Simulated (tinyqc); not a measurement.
CCSD on RHF in the 6-31g basis, for H3+, spin multiplicity 1, step by step. One step of it, computed by the program tinyqc.

Problem. Iteration 6 (converged): orbitals. Diagonalise F' = X^T F X, C = X C', fill 1 alpha and 1 beta electrons from the bottom; D = 2 C_occ C_occ^T. Each column has its largest component positive (the first on a tie).

converged F (hartree), order 1H 1s, 1H 2s, 2H 1s, 2H 2s, 3H 1s, 3H 2s:
```
[[-0.414407, -0.741202, -0.544740, -0.621658, -0.544309, -0.621446],
 [-0.741202, -0.735263, -0.621736, -0.696888, -0.621434, -0.696743],
 [-0.544740, -0.621736, -0.414611, -0.741381, -0.544683, -0.621708],
 [-0.621658, -0.696888, -0.741381, -0.735395, -0.621618, -0.696868],
 [-0.544309, -0.621434, -0.544683, -0.621618, -0.414375, -0.741174],
 [-0.621446, -0.696743, -0.621708, -0.696868, -0.741174, -0.735243]]
```

X, order 1H 1s, 1H 2s, 2H 1s, 2H 2s, 3H 1s, 3H 2s:
```
[[1.260843, -0.508916, -0.042750, 0.022426, -0.042523, 0.022408],
 [-0.508916, 1.867367, 0.022459, -0.502238, 0.022403, -0.501507],
 [-0.042750, 0.022459, 1.260865, -0.508932, -0.042720, 0.022456],
 [0.022426, -0.502238, -0.508932, 1.867891, 0.022419, -0.502141],
 [-0.042523, 0.022403, -0.042720, 0.022419, 1.260839, -0.508913],
 [0.022408, -0.501507, 0.022456, -0.502141, -0.508913, 1.867287]]
```

Give: F' = X^T F X; orbital energies; coefficients C; D after iteration 6.

Solution.

F' = X^T F X (hartree):
```
[[0.1269, -0.5528, -0.2492, -0.1078, -0.2487, -0.1078],
 [-0.5528, -0.0256, -0.1078, -0.1477, -0.1078, -0.1477],
 [-0.2492, -0.1078, 0.1269, -0.5529, -0.2492, -0.1078],
 [-0.1078, -0.1477, -0.5529, -0.0256, -0.1078, -0.1477],
 [-0.2487, -0.1078, -0.2492, -0.1078, 0.1269, -0.5528],
 [-0.1078, -0.1477, -0.1078, -0.1477, -0.5528, -0.0256]]
```

orbital energies (hartree): [-1.1149, -0.2139, -0.2137, 0.4228, 0.7116, 0.7120]

coefficients C, order 1H 1s, 1H 2s, 2H 1s, 2H 2s, 3H 1s, 3H 2s:
```
[[0.3013, -0.2459, -0.1626, 0.6644, 0.9262, 0.6135],
 [0.1542, -1.0693, -0.7086, -0.5443, -1.2604, -0.8347],
 [0.3014, -0.0180, 0.2942, 0.6648, 0.0678, -1.1087],
 [0.1543, -0.0783, 1.2811, -0.5453, -0.0923, 1.5088],
 [0.3013, 0.2639, -0.1315, 0.6644, -0.9941, 0.4960],
 [0.1542, 1.1477, -0.5728, -0.5442, 1.3527, -0.6748]]
```

D after iteration 6, order 1H 1s, 1H 2s, 2H 1s, 2H 2s, 3H 1s, 3H 2s:
```
[[0.1816, 0.0929, 0.1816, 0.0930, 0.1816, 0.0929],
 [0.0929, 0.0476, 0.0930, 0.0476, 0.0929, 0.0476],
 [0.1816, 0.0930, 0.1817, 0.0930, 0.1816, 0.0930],
 [0.0930, 0.0476, 0.0930, 0.0476, 0.0930, 0.0476],
 [0.1816, 0.0929, 0.1816, 0.0930, 0.1815, 0.0929],
 [0.0929, 0.0476, 0.0930, 0.0476, 0.0929, 0.0476]]
```
